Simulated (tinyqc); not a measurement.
MOSFET in the linear regime without short-channel effects, parameter extraction from computed curves: extraction methods against the drawn gate length.

Inversion charge Q = Cox n Vt W0(exp((Vg - VT)/(n Vt))), W0 the Lambert function and n = nf; u = Q/Cox; mobility mu = mu0/(1 + th1 u + th2 u^2); channel resistance Rch = (L - dL)/(W mu Q); Id = Vd/(Rch + Rsd/W). Cox = eps0 eox/tox. Small Vd, no channel-length or drain effects.

From the continuous curve Id(Vg): tangent at peak gm (V_ext = Vg - Id/gm); constant current Id = 0.1 uA W/L; peak of d2Id/dVg2; Y = Id/sqrt(gm) drawn through Vg = VT + 0.6 and VT + 0.8 V, with intercept VT_Y and slope s. Mobilities gm,max L/(W Cox Vd) and s^2 L/(W Cox Vd) with the drawn L. Last column: share of Rsd/W in the total resistance at VT + 0.8 V.

Parameters, values chosen for the exercise; channel values of the order met in silicon transistors:

| symbol | value | unit | meaning |
|---|---|---|---|
| T | 300 | K | temperature |
| eox | 3.9 |  | relative permittivity of the gate insulator (close to silicon dioxide) |
| tox | 2.4 | nm | insulator thickness |
| mu0 | 310 | cm^2/(V s) | low-field mobility |
| th1 | 0.57 | 1/V | first mobility attenuation factor |
| th2 | 0 | 1/V^2 | second mobility attenuation factor |
| VT | 0.41 | V | threshold voltage |
| nf | 1.44 |  | body factor |
| W | 0.5 | um | gate width |
| dL | 0.007 | um | drawn less effective length |
| Rsd | 230 | ohm um | source plus drain resistance |
| Vd | 0.02 | V | drain voltage |

Constants: q = 1.602176634e-19 C, kB = 1.380649e-23 J/K, Vt = kB T/q, eps0 = 8.8541878128e-14 F/cm where lengths are in cm. Results are converted to the units shown.

Extraction methods against the drawn gate length:

| L (um) | V_ext (V) | constant current (V) | second derivative (V) | VT_Y (V) | mobility from gm (cm^2/(V s)) | mobility from Y (cm^2/(V s)) | series share (%) |
|---|---|---|---|---|---|---|---|
| 0.03 | 0.362 | 0.366 | 0.377 | 0.456 | 148 | 358 | 68.9 |
| 0.062 | 0.378 | 0.372 | 0.387 | 0.456 | 167 | 310 | 48.0 |
| 0.13 | 0.390 | 0.375 | 0.393 | 0.456 | 184 | 290 | 29.3 |
| 0.27 | 0.398 | 0.376 | 0.396 | 0.456 | 196 | 282 | 16.2 |
| 0.56 | 0.403 | 0.376 | 0.397 | 0.456 | 203 | 278 | 8.42 |
| 1.2 | 0.406 | 0.377 | 0.398 | 0.456 | 207 | 276 | 4.09 |
| 2.4 | 0.408 | 0.377 | 0.398 | 0.456 | 209 | 275 | 2.08 |
| 5 | 0.409 | 0.377 | 0.398 | 0.456 | 210 | 275 | 1.01 |

The model has VT = 0.41 V and mu0 = 310 cm^2/(V s). Over the table the extracted thresholds move by 47 mV (tangent), 11 mV (constant current), 21 mV (second derivative), under 0.5 mV (Y function). The mobility from gm rises from 148 to 210 and that from Y falls from 358 to 275 cm^2/(V s).

Program tinyqc, `OMP_NUM_THREADS=1 python tinyqc.py 2210062 2210063 out.jsonl`; Intel Xeon 2.30GHz, shared host, one thread, about 0.01 s.
